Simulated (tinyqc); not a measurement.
Comparisons within one model: electrons shared among three sets of ellipsoidal valleys. A value that a table varies takes the place of the one given here.

F_j(eta) = (1/Gamma(j + 1)) integral_0^infinity x^j dx/(1 + exp(x - eta)), which tends to exp(eta) for eta << 0.

Sets Gamma, L, X: N_i = M_i times N = 2 (m kB T/(4 pi c))^(3/2) with c = hbar^2/2m0, in 1/angstrom^3; times 1e24 for 1/cm^3, m = (ml mt^2)^(1/3); n = sum_i N_i F_1/2((EF - dE_i)/kT), energies from the edge of the first set; mu_drift = sum of share times mobility.

Constants: hbar^2/2m0 = 3.80998211 eV angstrom^2; kB = 8.617333262e-05 eV/K.

Values chosen for the exercise (masses and offsets near those of GaSb; mobilities are free inputs, held fixed; not measured data): dE = (0, 0.059, 0.344) eV (edges of Gamma, L, X above the first); M = (1, 4, 3) (valleys in each set); ml = (0.037, 1.235, 1.45) m0 (longitudinal masses of Gamma, L, X); mt = (0.037, 0.1048, 0.2212) m0 (transverse masses); mu = (7800, 660, 290) cm^2/(V s) (mobility of each set); n = 2.6e+19 1/cm^3 (total electron density); T = 400 K.

## Transfer between valleys with temperature

Offsets, masses and mobilities are held fixed; n is fixed too, so the high values of T stand for hot electrons, not for the lattice.

Populations:
```
T (K)  EF (eV)  share Gamma  share L  share X  mu_drift
77      0.1099       0.0455   0.9545   0.0000       985
150     0.1077       0.0447   0.9553   0.0000       979
300     0.0975       0.0414   0.9586   0.0001       955
450     0.0806       0.0371   0.9613   0.0016       924
600     0.0580       0.0331   0.9583   0.0086       893
900    -0.0019       0.0268   0.9270   0.0462       834
1200   -0.0784       0.0223   0.8745   0.1032       781
2000   -0.3407       0.0156   0.7361   0.2482       680
```

How do the results move?

The share of Gamma goes from 0.045 to 0.016 and the mean mobility from 985 to 680 cm^2/(V s). L holds more than Gamma throughout. The share of X is at most 0.25.

## Transfer between valleys with doping

Parabolic valleys; band tails and gap narrowing are left out.

Populations:
```
n (1/cm^3)  EF (eV)  share Gamma  share L  share X  mu_drift
1.0e+16     -0.2022       0.0779   0.9217   0.0004      1216
1.0e+17     -0.1227       0.0774   0.9222   0.0004      1212
1.0e+18     -0.0426       0.0728   0.9268   0.0004      1179
3.0e+18     -0.0032       0.0651   0.9344   0.0004      1125
1.0e+19      0.0433       0.0510   0.9485   0.0005      1024
3.0e+19      0.0944       0.0368   0.9624   0.0007       923
1.0e+20      0.1786       0.0256   0.9719   0.0025       842
```

What does this show?

The share of Gamma goes from 0.078 to 0.026 and the mean mobility from 1216 to 842 cm^2/(V s). L holds more than Gamma throughout. The share of X is at most 0.0025.

## Moving the second set by strain or alloying

The second entry of dE is replaced by the values listed; a negative value puts that set lowest.

Populations:
```
offset (eV)  EF (eV)  share Gamma  share L  share X  mu_drift
-0.100       -0.0701       0.0013   0.9987   0.0000       669
-0.050       -0.0203       0.0050   0.9950   0.0000       695
0.000         0.0292       0.0150   0.9848   0.0001       767
0.025         0.0537       0.0235   0.9763   0.0003       827
0.050         0.0781       0.0342   0.9653   0.0005       904
0.100         0.1266       0.0615   0.9364   0.0022      1098
0.150         0.1744       0.0951   0.8963   0.0086      1336
0.200         0.2209       0.1330   0.8340   0.0330      1598
0.300         0.2981       0.2057   0.5067   0.2876      2022
```

What can be read from the table?

The share of Gamma goes from 0.001 to 0.206 and the mean mobility from 669 to 2022 cm^2/(V s). L holds more than Gamma throughout. Where EF lies more than about 0.2 eV up a light valley, its parabolic form fails. The share of X is at most 0.29. With Boltzmann statistics the first two sets are equal at kT ln(N_2/N_1) = 0.1441 eV; the crossing, if any, lies elsewhere because the electrons are degenerate and fill the set with fewer states high above its edge.

## What moves the populations

All else solved anew. Each row changes one parameter from the base and keeps the others.

Results:
```
case                              EF (eV)  share Gamma  share L  share X  mu_drift (cm^2/(V s))
base                               0.0869       0.0385   0.9608   0.0007                    935
T = 450 K                          0.0806       0.0371   0.9613   0.0016                    924
n = 7.8e+19 1/cm^3                 0.1571       0.0274   0.9708   0.0017                    855
dE = (0, 0.0472, 0.344) eV         0.0754       0.0328   0.9667   0.0005                    894
mt = (0.037, 0.1258, 0.2212) m0    0.0781       0.0341   0.9653   0.0005                    904
ml = (0.037, 1.482, 1.45) m0       0.0825       0.0363   0.9631   0.0006                    919
mu = (9360, 660, 290) cm^2/(V s)   0.0869       0.0385   0.9608   0.0007                    995
```

What does this show?

The largest shifts from the base row, up to three for each result and ties (the steps differ in size, so this ranks the rows, not the parameters). EF (eV): n +0.0702, dE -0.0115, mt -0.0088; unchanged at the printed digits by mu. share Gamma: n -0.0111, dE -0.0057, mt -0.0044; unchanged at the printed digits by mu. share L: n +0.0100, dE +0.0059, mt +0.0045; unchanged at the printed digits by mu. share X: n +0.0011, T +0.0009, dE -0.0002, mt -0.0002; unchanged at the printed digits by mu. mu_drift (cm^2/(V s)): n -80, mu +60, dE -40.

Computed by tinyqc, a small Python program: `OMP_NUM_THREADS=1 python tinyqc.py 1651394 1651395 out.jsonl` (the numbers bound the seed that draws the inputs); one thread of a shared host (Intel(R) Xeon(R) Processor @ 2.30GHz), about 0.02 s for the whole set of steps.
